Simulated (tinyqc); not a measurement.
# MOSFET in saturation, small-signal circuit and noise: effects of single changes

Bias by the inversion coefficient IC = I/Ispec (charge-based model with velocity saturation; weak inversion below 0.1, strong above 10). Common-source circuit: gm, gds, Cgs, Cgd and Cj at the inner nodes, Rg in series with the gate; quasi-static, no source or drain resistance, no gate-body capacitance, no substrate network, no induced gate noise, so fmax is an upper estimate.

Values chosen for this exercise: temperature T = 293 K; gate length L = 28 nm; total gate width W = 40 um; gate capacitance Cox = 2.25 uF/cm^2; mobility mu = 210 cm^2/(V s); slope factor n = 1.41; velocity-saturation length Ls = 15 nm; ratio gds/gm sg = 0.14; overlap and fringe capacitance per side Cov = 0.35 fF/um; drain junction capacitance Cj = 0.45 fF/um; sheet resistance of the gate Rsh = 15 ohm; finger width Wf = 1 um; gate contact and vertical resistance Rc = 100 ohm um; inversion coefficient IC = 0.17; short-channel excess of the noise factor gw = 0.07; oxide trap density Nt = 1.1e18 cm^-3 eV^-1; tunnelling length into the oxide lt = 0.1 nm; Coulomb scattering coefficient ac = 10000 V s/C.

Constants: q = 1.602176634e-19 C, kB = 1.380649e-23 J/K, Vt = kB T/q. Results are converted to the units shown.

Each table varies one quantity; the others keep the values above.

## Integrated noise against bandwidth

Ispec = 2 n mu Cox (W/L) Vt^2, lc = Ls/L, gms = [sqrt((lc IC + 1)^2 + 4 IC) - 1]/[2 + lc (lc IC + 1)], gm = gms Ispec/(n Vt), gds = sg gm. qs = [sqrt(1 + 4 IC) - 1]/2, Cgs = Cox W L qs (2 qs + 3)/(3 (qs + 1)^2) + Cov W, Cgd = Cov W, Cd = Cj W, Rg = Rsh (Wf/L)/(12 Nf) + Rc/W with Nf = W/Wf fingers (not rounded) contacted at both ends. Channel noise Sid = 4 kB T gam n gm with gam = (1/2 + (2/3) qs)/(1 + qs) + gw lc IC, qs = [sqrt(1 + 4 IC) - 1]/2, lc = Ls/L (the last term an empirical rise with velocity saturation); at the gate, white noise Sw = Sid/gm^2 + 4 kB T Rg. Number fluctuation with correlated mobility: S(f) = K/f, K = q^2 Vt lt Nt/(W L Cox^2) (1 + ac mu Cox I/gm)^2, Vt in eV with Nt per eV. Corner fc = K/Sw. Mean square from f1 = 1 Hz to B: Sw (B - f1) + K ln(B/f1).

Integrated noise against bandwidth:
```
B (Hz)	spot noise at B (nV/Hz^0.5)	white part (uV rms)	1/f part (uV rms)	total (uV rms)
1000	425.89	0.050397	35.396	35.396
10000	134.69	0.15944	40.872	40.873
1e5	42.618	0.50422	45.697	45.699
1e6	13.562	1.5945	50.058	50.083
1e7	4.5475	5.0423	54.069	54.303
1e8	2.0872	15.945	57.802	59.961
1e9	1.6504	50.423	61.308	79.380
```

The 1/f part adds the same power, K ln 10, in each decade and grows only from 35.4 to 61.3 uV; the white part grows as sqrt(B). The corner of the spot noise is fc = 7.13e7 Hz.

## Effect of the inversion coefficient on speed and noise

Same model as above.

fT = gm/(2 pi (Cgs + Cgd)), fmax = fT/(2 sqrt(Rg (gds + 2 pi fT Cgd))). Corner fc = K/Sw. IC is held fixed.

The same in every row: Rg (ohm) = 3.6161.

Result of one run:
```
IC	I (uA)	fT (GHz)	fmax (GHz)	sqrt(Sw) (nV/Hz^0.5)	fc (MHz)
30	36405	217.44	345.50	0.86075	2603.4
```

What becomes of these results when the inversion coefficient IC is changed from 30 to 0.03, all else the same?

Result of the changed run:
```
IC	I (uA)	fT (GHz)	fmax (GHz)	sqrt(Sw) (nV/Hz^0.5)	fc (MHz)
0.03	36.405	5.4591	57.737	3.4321	14.730
```

The whole series:
```
IC	I (uA)	fT (GHz)	fmax (GHz)	sqrt(Sw) (nV/Hz^0.5)	fc (MHz)
0.03	36.405	5.4591	57.737	3.4321	14.730
0.1	121.35	16.106	98.656	1.9855	45.054
0.3	364.05	37.846	149.78	1.2882	113.15
1	1213.5	80.339	215.16	0.89721	268.90
3	3640.5	134.64	275.35	0.73503	533.39
10	12135	190.75	325.02	0.71493	1128.0
30	36405	217.44	345.50	0.86075	2603.4
```

As IC goes from 0.03 to 30, fT rises from 5.46 to 217 GHz, fmax rises from 57.7 to 346 GHz, the white noise goes from 3.43 through a minimum of 0.715 (at IC = 10 among the rows listed) to 0.861 nV/Hz^0.5 and the corner rises from 14.7 to 2600 MHz. For IC = 0.03 to 0.1 fmax exceeds 4 fT, where channel resistance and substrate losses, left out here, would cap it.

Numbers from tinyqc (`OMP_NUM_THREADS=1 python tinyqc.py 2150144 2150145 out.jsonl`; about 0.01 s on one thread of a shared Intel Xeon 2.30GHz).
